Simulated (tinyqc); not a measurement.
Shallow acceptor in the spherical model (Baldereschi-Lipari), strong spin-orbit limit: one step, computed by the program tinyqc. Command: `OMP_NUM_THREADS=1 python tinyqc.py 3017686 3017687 out.jsonl acceptor walk`. One thread of a shared host (Intel(R) Xeon(R) Processor @ 2.30GHz), about 0.01 s of CPU time with the checks.

The 1S(3/2) state has an s envelope f(r) and a d envelope g(r). In effective units they obey -(f'' + 2f'/r + 2f/r) + mu (g'' + 5g'/r + 3g/r^2) = E f and -(g'' + 2g'/r - 6g/r^2 + 2g/r) + mu (f'' - f'/r) = E g. The cubic term, the split-off band and the central cell are left out.

Task: Effective units and couplings. Ry* = Ry/(gamma_1 eps^2), a* = a_0 eps gamma_1, mu = (6 gamma_3 + 4 gamma_2)/(5 gamma_1), delta = (gamma_3 - gamma_2)/gamma_1; spherical masses 1/(gamma_1 (1 - mu)) (heavy) and 1/(gamma_1 (1 + mu)) (light).

Inputs (values chosen for the exercise, modelled on silicon):
```
quantity                 value  unit
Luttinger gamma_1         4.23     -
Luttinger gamma_2        0.339     -
Luttinger gamma_3         1.44     -
dielectric constant eps     12     -
```

Constants: Ry = 13.605693123 eV; a_0 = 0.529177210903 angstrom.

Give: Ry*; a*; mu; delta; heavy-hole mass; light-hole mass.

Result:

Ry* = 22.34 meV

a* = 26.86 angstrom

mu = 0.4726

delta = 0.2603

heavy-hole mass = 0.4483 m_0

light-hole mass = 0.1605 m_0

Caution: gamma_3 and gamma_2 differ by more than 0.17 gamma_1: band warping, left out here, adds several per cent to the binding.
